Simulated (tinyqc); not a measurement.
Doping from the body effect.

Problem. The threshold of a long MOSFET, counted against the source, shifts by gamma (sqrt(2 phiF + Vsb) - sqrt(2 phiF)) with gamma = sqrt(2 eps0 eps_r q N)/Cox. Find 2 phiF, gamma and N from two shifts.

Inputs (values chosen for the exercise): relative permittivity eps_r = 9.85.

Constants: q = 1.602176634e-19 C, eps0 = 8.8541878128e-14 F/cm where lengths are in cm. Results are converted to the units shown.

|VT - VT(0)| at source-body biases 1 and 2.5 V (V): [0.0083066557, 0.018963022]
Cox = 1.8174386 uF/cm^2

Answer. The ratio of the shifts depends on 2 phiF alone and rises steadily with it, so it fixes 2 phiF; either shift then gives gamma, and gamma gives N.

2 phiF = 2.89 V
gamma = 0.0305 V^0.5
N = 1.10e16 cm^-3

Numbers from tinyqc (`OMP_NUM_THREADS=1 python tinyqc.py 2060089 2060090 out.jsonl`; about 0.01 s on one thread of a shared Intel Xeon 2.30GHz).
